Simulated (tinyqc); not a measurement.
# Double-gate transistor, scale length and short-channel effects: effect of the body thickness

A body of thickness ts between two insulators of thickness ti and two tied gates. Below threshold the potential that source and drain add obeys Laplace's equation and vanishes on the gate. Its lowest mode decays along the channel as exp(-k y); k is the smallest positive root of the matching condition at the interface, and the scale length is Lambda = pi/k.

k is the smallest positive root of f(k) = ei cos(k ti) cos(k ts/2) - eps_r sin(k ti) sin(k ts/2). Along the channel psi(y) = s + a exp(y/l) + b exp(-y/l) with psi(0) = Vbi, psi(L) = Vbi + Vds and l = 1/k = Lambda/pi; with A = Vbi - s, B = A + Vds, x = exp(-L/l): a = (B - A x) x/(1 - x^2), b = (A - B x)/(1 - x^2). The minimum is s + 2 sqrt(a b), at y = (l/2) ln(b/a). The long-channel potential follows the gate as s = sT + (Vg - VTL)/m, and the threshold VT is the gate voltage at which the minimum equals sT. Swing = m Vt ln 10/g at threshold, g = d(minimum)/ds = 1 - (b x + a)/((1 + x) sqrt(a b)). DIBL = [VT(0.05 V) - VT(Vds)]/(Vds - 0.05 V). sT and Vbi are held fixed; m = 1.

Inputs (values chosen for the exercise); permittivities: semiconductor made up, insulator close to that of hafnium oxide: temperature T = 300 K; relative permittivity of the semiconductor eps_r = 18; relative permittivity of the insulator ei = 21.9; insulator thickness ti = 10 nm; channel length L = 43 nm; potential of the source Vbi = 0.88 V; potential of the barrier top at threshold sT = 0.62 V; drain voltage Vds = 0.5 V.

Constants: q = 1.602176634e-19 C, kB = 1.380649e-23 J/K, Vt = kB T/q. Results are converted to the units shown.

Effect of the body thickness:

| ts (nm) | Lambda (nm) | L/Lambda | VT - VTL at Vds (mV) | DIBL (mV/V) | swing (mV/decade) |
|---|---|---|---|---|---|
| 1.8 | 21.48 | 2.002 | -42.34 | 34.67 | 65.89 |
| 2.2 | 21.81 | 1.971 | -44.62 | 36.57 | 66.23 |
| 2.7 | 22.23 | 1.935 | -47.58 | 39.04 | 66.66 |
| 3.4 | 22.81 | 1.885 | -51.89 | 42.64 | 67.30 |
| 4.2 | 23.48 | 1.831 | -57.08 | 46.99 | 68.05 |
| 5.3 | 24.41 | 1.762 | -64.67 | 53.37 | 69.16 |
| 6.6 | 25.52 | 1.685 | -74.34 | 61.53 | 70.57 |

What does the table show?

As ts goes from 1.8 to 6.6 nm, Lambda rises from 21.5 to 25.5 nm, DIBL rises from 34.7 to 61.5 mV/V and the swing rises from 65.9 to 70.6 mV a decade. On average Lambda goes as ts^(0.13). For ts = 1.8 to 3.4 nm the semiconductor is under 4 nm thick, where quantum confinement shifts the threshold.

Numbers from tinyqc (`OMP_NUM_THREADS=1 python tinyqc.py 2420110 2420111 out.jsonl`; about 0.01 s on one thread of a shared Intel Xeon 2.30GHz).
